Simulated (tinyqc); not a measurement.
Polytypes by hexagonality, and a cubic inclusion as a quantum well, step by step. Values are carried at full precision from step to step, so a last printed digit may differ when a step is redone from the rounded ones.

A layer is h if its two neighbours in the periodic sequence sit on the same site, k otherwise; the hexagonality h is the share of h layers.

Constants: hbar^2/2m0 = 3.80998211 eV angstrom^2.

Parameters, chosen for this exercise (of the order of those of SiC; the results hold for these values, not for the real material): E3 = 2.399 eV (gap of the cubic polytype); E2 = 3.347 eV (gap of 2H); Ev2 = 0.113 eV (valence top of 2H above that of 3C); P2 = -0.0408 C/m^2 (spontaneous polarisation of 2H); Es = 3.242 eV (gap at the hexagonality hs); hs = 0.5 (hexagonality up to which the first line holds); m = (0.288, 0.338) m0 (electron mass along c in the cubic layer and in the host); d = 2.526 angstrom (thickness of a double layer); eps = 10.2 (dielectric constant); N = 4 (double layers in the cubic inclusion).

## Hexagonality

Stacking sequences:
```
polytype               sequence
21R       ABCACBACABCBACBCABACB
3C                          ABC
2H                           AB
15R             ABCACBCABACABCB
8H                     ABCABACB
```

Give the h/k string and h of each.

Hexagonality:
```
polytype             h/k string       h
21R       hkkhkkkhkkhkkkhkkhkkk  0.2857
3C                          kkk  0.0000
2H                           hh  1.0000
15R             hkkhkhkkhkhkkhk  0.4000
8H                     hkkkhkkk  0.2500
```

## Gaps and band edges

Gap: E3 + (Es - E3) h/hs for h up to hs, then linear from Es to E2 at h = 1. Valence top Ev2 h and polarisation P2 h, both counted from 3C; Ec = Ev + gap.

Evaluate for each polytype.

Results:
```
polytype  gap (eV)  Ev (eV)  Ec (eV)  P (C/m^2)
21R         2.8807   0.0323   2.9130   -0.01166
3C          2.3990   0.0000   2.3990    0.00000
2H          3.3470   0.1130   3.4600   -0.04080
15R         3.0734   0.0452   3.1186   -0.01632
8H          2.8205   0.0283   2.8487   -0.01020
```

The widest gap is that of 2H, the narrowest that of 3C. Ev and Ec both rise with h, so 3C collects electrons and the more hexagonal side holes: a staggered line-up.

## The bound level without the field

A cubic inclusion of width L = N d in the host (h = 0.4) is a well of depth V = Ec(host) - Ec(3C). Square well with mass mismatch: k tan(k L/2) = (m_w/m_b) q, k = sqrt(m_w E/c), q = sqrt(m_b (V - E)/c), c = hbar^2/2m0, lowest root. The depth of the level, V - E, is its binding, and the transition to the valence top of the host is gap(host) - (V - E). The step in polarisation gives a field |F| = |P|/(eps eps0) in a thin inclusion, eps0 = 8.8541878e-12 F/m.

Give V, L, the level E, its depth below the host conduction edge and the transition to the valence top of the host, gap(host) - (V - E).

V = 0.7196 eV
L = 10.104 angstrom
E above the bottom = 0.3258 eV
depth below the host edge = 0.3938 eV
transition = 2.6796 eV

The level keeps 55 % of the well depth. The transition lies above the gap of 3C itself (2.399 eV). At a few layers the effective-mass picture is only a guide.

## The polarisation field

Give |F|, the drop |F| L, the bound charge |P|/e per cm^2 (e = 1.602176634e-19 C), and, as a first estimate, the shift -|F| L/2 of the transition for an electron centred in the layer and a hole in the host on the high side.

|F| = 1.807 MV/cm
drop = 182.6 meV
bound charge = 1.02e+13 cm^-2
estimated shift = -91.3 meV

The drop is 25 % of the well depth. The host edge on the low side sinks by 91 meV against the centre, less than the 394 meV by which the flat well binds.

## Checks

- Square-well root against finite differences on a grid of 0.5 angstrom (eV): both 0.326.

(tinyqc, `OMP_NUM_THREADS=1 python tinyqc.py 1880516 1880517 out.jsonl`, Intel(R) Xeon(R) Processor @ 2.30GHz, 1 thread, shared host, about 0.04 s.)
